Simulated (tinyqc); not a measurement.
Mass anisotropy: shallow donor in an anisotropic valley (effective-mass theory).

One valley: H = -c [(d2/dx2 + d2/dy2)/mt + (d2/dz2)/ml] - q/(eps r), c = hbar^2/2m0, q = e^2/(4 pi eps0). Trial function exp(-sqrt((x^2 + y^2)/a^2 + z^2/b^2)) with a > b: T = (c/3)(2/(mt a^2) + 1/(ml b^2)), V = -(q/eps) atan(u/b)/u, u = sqrt(a^2 - b^2). The central cell of the impurity is left out.

Constants: hbar^2/2m0 = 3.80998211 eV angstrom^2; e^2/(4 pi eps0) = 14.39964547 eV angstrom; Ry = 13.60569312 eV; a0 (Bohr radius) = 0.5291772105 angstrom.

Parameters, chosen for this exercise (out of a larger set: near those of Ge; not measured data): mt = 0.085 m0 (transverse mass); eps = 15.5 (dielectric constant); xs = (1.4, 2, 3.2, 6.3, 8.8, 24, 42, 180) (ratios ml/mt).

mt and eps fixed, ml varied. Energies in units of Ry*(mt) = Ry mt/eps^2 and lengths in a*(mt) = a0 eps/mt; the last two columns use one mass, 3/(1/ml + 2/mt) or (ml mt^2)^(1/3).

Results:
```
ml/mt,a/a*,b/a,binding,conductivity mass,density-of-states mass
1.40,0.932,0.887,1.115,1.105,1.119
2.00,0.870,0.782,1.241,1.200,1.260
3.20,0.800,0.663,1.413,1.297,1.474
6.30,0.718,0.523,1.666,1.390,1.847
8.80,0.685,0.466,1.791,1.419,2.065
24.0,0.607,0.330,2.153,1.469,2.884
42.0,0.575,0.272,2.341,1.482,3.476
180,0.515,0.166,2.762,1.496,5.646
```

The binding grows from 1.11 to 2.76 Ry*(mt); for ml going to infinity the exact problem becomes two-dimensional, with 4 Ry*. The conductivity mass saturates at 1.5 and underbinds, by 17 % at ml/mt = 6.3; the density-of-states mass errs by +11 % there and by +104 % in the last row. With these mt and eps one unit is 4.81 meV.

Computed by tinyqc, a small Python program: `OMP_NUM_THREADS=1 python tinyqc.py 1250916 1250917 out.jsonl` (the numbers bound the seed that draws the inputs); one thread of a shared host (Intel(R) Xeon(R) Processor @ 2.30GHz), about 0.01 s for the whole set of steps.
